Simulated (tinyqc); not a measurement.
Worked calculation: thin (001) film in sp3s* tight binding with raised dangling bonds. Values are carried at full precision from step to step, so a last printed digit may differ when a step is redone from the rounded ones.

sp3s* tight binding, nearest neighbours only: anion (a) at 0, cation (c) at a/4 (1,1,1), orbitals s, px, py, pz, s* on each; k in units of 2 pi/a. With phases e_j = exp(i (pi/2) k.n_j) for n = (1,1,1), (1,-1,-1), (-1,1,-1), (-1,-1,1): g0 = (e1+e2+e3+e4)/4, g1 = (e1+e2-e3-e4)/4, g2 = (e1-e2+e3-e4)/4, g3 = (e1-e2-e3+e4)/4. The diagonal holds the levels Esa, Epa, Exa (s*) and Esc, Epc, Exc. Anion-cation block: <sa|sc> = Vss g0; <sa|xc> = Vsapc g1; <xa|sc> = -Vscpa g1; <xa|xc> = Vxx g0; <xa|yc> = <ya|xc> = Vxy g3, <xa|zc> = <za|xc> = Vxy g2, <ya|zc> = <za|yc> = Vxy g1; <s*a|xc> = Vxapc g1; <xa|s*c> = -Vpaxc g1; y and z take g2 and g3 in place of g1; s-s* and s*-s* vanish.

Parameters, chosen for this exercise (out of a larger set: near a published set for AlAs, fitted to gaps, whose masses and valley positions are rough; not measured data): p = (-7.599, 0.994, -1.155, 3.624, 7.562, 6.798, -6.608, 1.874, 4.285, 5.066, 5.554, 4.491, 5.051) eV (order Esa, Epa, Esc, Epc, Exa, Exc, Vss, Vxx, Vxy, Vsapc, Vscpa, Vxapc, Vpaxc); N = 5 (atomic planes in the small film); dl = 10 eV (shift of the dangling hybrids).

## Bulk edges along [001]

Gap at Gamma and minimum on (0,0,kz), kz from 0.5 to 1, from the bulk Ev. States at zero in-plane momentum come from this line alone.

edges (eV): Gamma 2.9550, Delta 2.2943

kz of the minimum = 0.8427 2 pi/a

## The two blocks of the small film

Planes alternate anion (a), cation (c) along [001], a/4 apart, starting with an anion; zero in-plane momentum; levels counted from the bulk Ev, the lower root of [[Epa, Vxx], [Vxx, Epc]]; no spin-orbit coupling. Block of s, pz, s*: from an anion to the cation above, Vss/2 (s,s), Vsapc/2 (s,z), -Vscpa/2 (z,s), Vxx/2 (z,z), Vxapc/2 (s*,z), -Vpaxc/2 (z,s*); to the cation below the same with the s-z and s*-z signs reversed. Block of u = (px + py)/sqrt2 and v = (px - py)/sqrt2: to the cation above (Vxx + Vxy)/2 for u and (Vxx - Vxy)/2 for v, to the cation below the reverse. Each surface atom has two dangling sp3 hybrids; raising both by dl adds (dl/2) [[1, t], [t, 1]] to its s, pz levels (t = -1 at the bottom face, +1 at the top) and dl to the one of u, v in whose plane the missing bonds lie (v for a bottom anion or a top cation, u for a top anion).

Fill them in.

s, pz, s* block (eV):
```
        sa1     za1    *a1     sc2     zc2     *c2     sa3     za3     *a3     sc4     zc4     *c4
sa1  -2.619  -5.000      0  -3.304   2.533       0       0       0       0       0       0       0
za1  -5.000   5.974      0  -2.777   0.937  -2.526       0       0       0       0       0       0
*a1       0       0  7.542       0   2.245       0       0       0       0       0       0       0
sc2  -3.304  -2.777      0  -1.175       0       0  -3.304   2.777       0       0       0       0
zc2   2.533   0.937  2.245       0   3.604       0  -2.533   0.937  -2.245       0       0       0
*c2       0  -2.526      0       0       0   6.778       0   2.526       0       0       0       0
sa3       0       0      0  -3.304  -2.533       0  -7.619       0       0  -3.304   2.533       0
za3       0       0      0   2.777   0.937   2.526       0   0.974       0  -2.777   0.937  -2.526
*a3       0       0      0       0  -2.245       0       0       0   7.542       0   2.245       0
sc4       0       0      0       0       0       0  -3.304  -2.777       0  -1.175       0       0
zc4       0       0      0       0       0       0   2.533   0.937   2.245       0   3.604       0
*c4       0       0      0       0       0       0       0  -2.526       0       0       0   6.778
sa5       0       0      0       0       0       0       0       0       0  -3.304  -2.533       0
za5       0       0      0       0       0       0       0       0       0   2.777   0.937   2.526
*a5       0       0      0       0       0       0       0       0       0       0  -2.245       0

        sa5    za5     *a5
sa1       0      0       0
za1       0      0       0
*a1       0      0       0
sc2       0      0       0
zc2       0      0       0
*c2       0      0       0
sa3       0      0       0
za3       0      0       0
*a3       0      0       0
sc4  -3.304  2.777       0
zc4  -2.533  0.937  -2.245
*c4       0  2.526       0
sa5  -2.619  5.000       0
za5   5.000  5.974       0
*a5       0      0   7.542
```

u, v block (eV):
```
       ua1     va1     uc2     vc2     ua3     va3     uc4     vc4     ua5    va5
ua1  0.974       0   3.079       0       0       0       0       0       0      0
va1      0  10.974       0  -1.206       0       0       0       0       0      0
uc2  3.079       0   3.604       0  -1.206       0       0       0       0      0
vc2      0  -1.206       0   3.604       0   3.079       0       0       0      0
ua3      0       0  -1.206       0   0.974       0   3.079       0       0      0
va3      0       0       0   3.079       0   0.974       0  -1.206       0      0
uc4      0       0       0       0   3.079       0   3.604       0  -1.206      0
vc4      0       0       0       0       0  -1.206       0   3.604       0  3.079
ua5      0       0       0       0       0       0  -1.206       0  10.974      0
va5      0       0       0       0       0       0       0   3.079       0  0.974
```

## Levels of the small film

Diagonalise both blocks.

levels of the s, pz, s* block (eV): -11.158  -8.666  -7.523  -3.099  2.630  2.902  2.990  3.672  5.237  6.552  7.542  8.695  10.090  10.311  10.937

levels of the u, v block (eV): -1.692  -1.692  -0.587  -0.587  5.034  5.034  6.183  6.183  11.193  11.193

No level lies between 0 and the bulk edge 2.294 eV; confinement has widened the gap at zero in-plane momentum to 3.216 eV.

## Checks

- Lowest conduction level of 201 planes, with the dangling hybrids shifted far away, against the bulk edge: 2.295 against 2.294.

Run: tinyqc, `OMP_NUM_THREADS=1 python tinyqc.py 1480890 1480891 out.jsonl`; Intel(R) Xeon(R) Processor @ 2.30GHz, one thread, shared host; about 0.4 s of CPU time with all checks.
